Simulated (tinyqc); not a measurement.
# Changing the temperature T

Model: thermal boundary conductance by the acoustic and diffuse mismatch models. Computed by tinyqc, a small Python program. Command: `OMP_NUM_THREADS=1 python tinyqc.py 3023873 3023874 out.jsonl kapitza sweep`. One thread of a shared host (Intel(R) Xeon(R) Processor @ 2.30GHz), about 0.01 s of CPU time with the checks.

Each side has one longitudinal and two transverse Debye branches, omega = v q up to q_D = (6 pi^2 n)^(1/3), with n counting all atoms. Scattering at the interface is elastic. Electrons are left out of G, also for metals. Melting is ignored. G refers to the temperatures of the phonons sent towards the interface. Linear branches over all atoms overstate G at high T, most for crystals with several atoms a cell.

Inputs (values chosen for the exercise, modelled on silicon (side 1) and diamond (side 2)):
```
quantity,value,unit
density rho_1,2.35,g/cm^3
longitudinal velocity vL_1,9170,m/s
transverse velocity vT_1,5370,m/s
atom density n_1,50.4,1/nm^3
conductivity kappa_1,150,W/(m K)
density rho_2,3.58,g/cm^3
longitudinal velocity vL_2,18000,m/s
transverse velocity vT_2,12700,m/s
atom density n_2,180,1/nm^3
conductivity kappa_2,2210,W/(m K)
thickness d_1,180,nm
thickness d_2,120000,nm
heat flux J,29,kW/cm^2
```

Structure: film on a substrate.

Constants: hbar = 1.054571817e-34 J s; k_B = 1.380649e-23 J/K.

Method:
- omega_c = v q_D for each branch, given as hbar omega_c/k_B; impedance Z = rho v.
- No mode conversion. t(theta) = 4 Z_1 Z_2 cos(theta_1) cos(theta_2)/N^2, with N = Z_2 cos(theta_1) + Z_1 cos(theta_2) for L (the form for pressure waves) and N = Z_1 cos(theta_1) + Z_2 cos(theta_2) for both T branches (the form for shear waves polarised along the interface); sin(theta_2) = (v_2/v_1) sin(theta_1), and t = 0 beyond the critical angle arcsin(v_1/v_2); the mean over the incoming flux is alpha = 2 int t sin(theta_1) cos(theta_1) d theta_1 (64 Gauss-Legendre points).
- G = (k_B^4 T^3/(8 pi^2 hbar^3)) int W(x) x^4 e^x/(e^x - 1)^2 dx, x = hbar omega/(k_B T). Acoustic mismatch: W = sum over the three branches of alpha(1 to 2)/v_1^2, each up to the lower of its two cut-offs. Diffuse mismatch: W = S_1 S_2/(S_1 + S_2), where S_i sums 1/v^2 over the branches of side i still below their cut-off. Radiation limit: W = min(S_1, S_2). The integral is split at the four cut-offs (64 Gauss-Legendre points a piece, x at most 45).
- Boundary resistance R = 1/G and Kapitza length kappa_2/G use the diffuse value.
- In series: Delta T = J (d_1/kappa_1 + R + d_2/kappa_2), with bulk conductivities in the layers and one-dimensional flow.

One run for each value:
```
temperature T (K),"G, diffuse mismatch (MW/(m^2 K))","G, acoustic mismatch (MW/(m^2 K))",Kapitza length in side 2 (nm),interface share of film plus interface
3.0,3.5796e-03,3.2751e-03,6.1739e+08,1.00000
5.7,2.4552e-02,2.2464e-02,9.0012e+07,0.99997
11.0,1.7646e-01,1.6145e-01,1.2524e+07,0.99979
20.0,1.0606e+00,9.7040e-01,2.0837e+06,0.99873
38.0,7.2729e+00,6.6531e+00,3.0387e+05,0.99135
71.0,4.5662e+01,4.0598e+01,4.8400e+04,0.94805
130.0,2.0683e+02,1.5245e+02,1.0685e+04,0.80116
250.0,5.7938e+02,3.3153e+02,3.8144e+03,0.58988
480.0,8.8783e+02,4.5213e+02,2.4892e+03,0.48417
900.0,1.0137e+03,4.9806e+02,2.1801e+03,0.45117
```

Over the rows, G, diffuse mismatch (MW/(m^2 K)) rises from 0.00358 to 1010 (exponent d ln y / d ln x 3.0 between the first rows and 0.21 between the last); G, acoustic mismatch (MW/(m^2 K)) rises from 0.00328 to 498 (exponent d ln y / d ln x 3.0 between the first rows and 0.15 between the last); Kapitza length in side 2 (nm) falls from 6.17e8 to 2180 (exponent d ln y / d ln x -3.0 between the first rows and -0.21 between the last). At the low end the exponent of G, diffuse mismatch is 3.00, close to 3: the T^3 law of long waves. At the low end the exponent of G, acoustic mismatch is 3.00, close to 3: the T^3 law of long waves. G follows the heat capacity of the modes that both sides share: T^3 while only long waves are excited, flat once k_B T passes the shared cut-offs. The conductivities are held fixed here.

Caution (rows 3.00, 5.70, 11.0, 20.0, 38.0, 71.0, 130): kappa_2 is of room-temperature size, so the Kapitza length is only nominal at this T. Caution (rows 3.00, 5.70, 11.0, 20.0, 38.0, 71.0): the rise is not small against T, so constant conductivities fail; a rise of thousands of kelvin would destroy the stack. Caution (rows 3.00, 5.70, 11.0, 20.0, 38.0, 71.0, 130): the conductivities are of room-temperature size; at this T real values can differ much and free paths can be long. Caution (all rows): R from emitted-phonon temperatures is too large for use in series with Fourier layers, by up to a factor of about 2. Caution (rows 250, 480, 900): at this temperature short waves carry the heat; linear branches up to q_D overstate their velocity, and inelastic processes, left out here, grow with T.
